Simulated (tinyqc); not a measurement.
Free-carrier optics of a doped semiconductor (Drude model with one polar phonon): one step. Plasma energy and damping. Four cases, with inputs chosen for the exercise.

Task: Evaluate Ep, tau, Gam, the plasma wavelength hc/Ep (hc = 1239.841984 eV nm) and the dc resistivity 1/(e N mu), e = 1.602176634e-19 C.

eps(E) = ei [1 - Ep^2/(E^2 + i E Gam)] + (es - ei) wT^2/(wT^2 - E^2 - i E gT), with Ep^2 = 8 pi c (e^2/(4 pi eps0)) N/(m ei), c = hbar^2/2m0, N in 1/angstrom^3 (1e-24 per 1/cm^3); Gam = hbar/tau, tau = mu m m0/e with m0/e = 5.685630e-12 kg/C and mu in m^2/(V s). Energies in meV.

Constants: hbar^2/2m0 = 3.80998211 eV angstrom^2; e^2/(4 pi eps0) = 14.39964547 eV angstrom; hbar = 6.58211957e-16 eV s.

Case 1.

Values chosen (mass and dielectric values near those of GaN; N and mu are free inputs; interband absorption and the rise of the mass with filling are left out; shifted at random, so the results belong to these values and not to a real crystal): N = 4e+19 1/cm^3 (carrier density); m = 0.204 m0 (conductivity mass); mu = 110 cm^2/(V s) (mobility); ei = 5.2 (high-frequency dielectric constant); wT = 69.7 meV (TO phonon); es = 9.38 (static dielectric constant); gT = 0.5 meV (phonon damping).

Case 2.

Values chosen (mass and dielectric values near those of InSb; N and mu are free inputs; interband absorption and the rise of the mass with filling are left out; shifted at random, so the results belong to these values and not to a real crystal): N = 2e+17 1/cm^3 (carrier density); m = 0.0129 m0 (conductivity mass); mu = 37000 cm^2/(V s) (mobility); ei = 15.79 (high-frequency dielectric constant); wT = 22.7 meV (TO phonon); es = 17.07 (static dielectric constant); gT = 0.2 meV (phonon damping).

Case 3.

Values chosen (mass and dielectric values near those of GaN; N and mu are free inputs; interband absorption and the rise of the mass with filling are left out; shifted at random, so the results belong to these values and not to a real crystal): N = 2.1e+18 1/cm^3 (carrier density); m = 0.2 m0 (conductivity mass); mu = 56 cm^2/(V s) (mobility); ei = 5.26 (high-frequency dielectric constant); wT = 70.3 meV (TO phonon); es = 9.38 (static dielectric constant); gT = 0.4 meV (phonon damping).

Case 4.

Values chosen (mass and dielectric values near those of InSb; N and mu are free inputs; interband absorption and the rise of the mass with filling are left out; shifted at random, so the results belong to these values and not to a real crystal): N = 3.7e+16 1/cm^3 (carrier density); m = 0.0141 m0 (conductivity mass); mu = 16000 cm^2/(V s) (mobility); ei = 15.66 (high-frequency dielectric constant); wT = 21.9 meV (TO phonon); es = 16.86 (static dielectric constant); gT = 0.9 meV (phonon damping).

Give: Ep; tau; Gam; plasma wavelength; rho.

Result:

Case 1.

Ep = 228.02 meV
tau = 12.76 fs
Gam = 51.59 meV
plasma wavelength = 5.44 micrometre
rho = 0.00142 ohm cm

Ep/Gam = 4.42: the edge is smeared by scattering.

Case 2.

Ep = 36.79 meV
tau = 271.38 fs
Gam = 2.43 meV
plasma wavelength = 33.70 micrometre
rho = 0.000843 ohm cm

Ep/Gam = 15.17: the plasma edge is sharp.

Case 3.

Ep = 52.46 meV
tau = 6.37 fs
Gam = 103.36 meV
plasma wavelength = 23.63 micrometre
rho = 0.0531 ohm cm

Ep/Gam = 0.51: the free-carrier part of eps1 has no zero; the plasma mode is heavily damped.

Case 4.

Ep = 15.20 meV
tau = 128.27 fs
Gam = 5.13 meV
plasma wavelength = 81.57 micrometre
rho = 0.0105 ohm cm

Ep/Gam = 2.96: the edge is smeared by scattering.

Computed by tinyqc, one run a case: `OMP_NUM_THREADS=1 python tinyqc.py N N+1 out.jsonl` with N = 1650177, 1650682, 1650862, 1650958; one thread of a shared Intel(R) Xeon(R) Processor @ 2.30GHz, about 0.01 s a run at most.
